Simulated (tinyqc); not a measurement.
Electroplating on a thin resistive seed layer: kinetics, Wagner number and the terminal effect across a wafer: one step, computed by the program tinyqc.

Current enters the seed at the rim. The bath is treated as a local resistance per area (no lateral flow in the liquid), two electrons per ion, molar volume 7.11 cm^3/mol, Faraday constant F = e N_A, kinematic viscosity 0.01 cm^2/s, omega = 2 pi x rpm/60; k_B T/e is in volts.

Question. Linear estimate of the terminal effect. Linearised: with R_t = kinetic + bath resistance the current density obeys (1/r)(r i')' = i R_s/R_t, so i = A I_0(r/l), l = sqrt(R_t/R_s); with x = R/l, edge/centre = I_0(x) and edge/mean = x I_0(x)/(2 I_1(x)). Voltage drop in the seed for a uniform current: i R_s R^2/4.

Inputs (values chosen for the exercise, of the order of those for copper plating from an acid sulfate bath): wafer radius R = 15 cm; mean current density = 15 mA/cm^2; temperature T = 298 K.

kinetic resistance = 2.761253 ohm cm^2

bath resistance R_b = 320 ohm cm^2

sheet resistance R_s = 10.52632 ohm/square

Give: length l; x = R/l; edge over centre, linear; edge over mean, linear; drop for uniform current.

Answer.

length l = 5.5374 cm

x = R/l = 2.7089

edge over centre, linear = 3.8685

edge over mean, linear = 1.7234

drop for uniform current = 8881.6 mV
